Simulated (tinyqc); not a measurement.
Anisotropic elasticity and sound waves of a cubic crystal: one step, computed by the program tinyqc.

Voigt order 1..6 = xx, yy, zz, yz, xz, xy, with engineering shear strains. The rotated frame has x' as named, z' along the wafer normal and y' = z' x x'.

Problem. Thermal stress in a film with this orientation. On cooling, a thick substrate imposes eps_1 = eps_2 = (alpha_film - alpha_substrate) Delta T and eps_6 = 0; the free surface sets sigma_3 = sigma_4 = sigma_5 = 0, which fixes eps_3, eps_4, eps_5. Biaxial modulus M = (sigma_1 + sigma_2)/(2 eps); energy density M eps^2. Elastic response and constant coefficients are assumed.

Inputs (values chosen for the exercise, modelled on magnesium oxide): expansion coefficient of the film = 11 ppm/K; expansion coefficient of the substrate = 2.6 ppm/K; cooling Delta T = 200 K.

Frame: (113) wafer, x' along [1-10].

C' (GPa), lower triangle (symmetric):
```
          1         2         3         4         5         6
1  353.2100
2   50.2845  367.2821
3   84.1455   70.0734  333.4212
4  -20.5228   -9.3286   29.8514  132.5534
5    0.0000    0.0000    0.0000    0.0000  146.6255
6    0.0000    0.0000    0.0000    0.0000  -20.5228  112.7645
```

Give: in-plane strain; elastic strain along the normal; stress along x'; stress along y'; biaxial modulus M; energy density.

Solution.

in-plane strain = 1.68 per mille

elastic strain along the normal = -0.8276 per mille

stress along x' = 596.6 MPa

stress along y' = 638.2 MPa

biaxial modulus M = 367.5 GPa

energy density = 1.037 MJ/m^3

The film ends in tension. Caution: the thermal stress of this film exceeds 200 MPa, which can relax by slip, cracking or buckling in a real film.
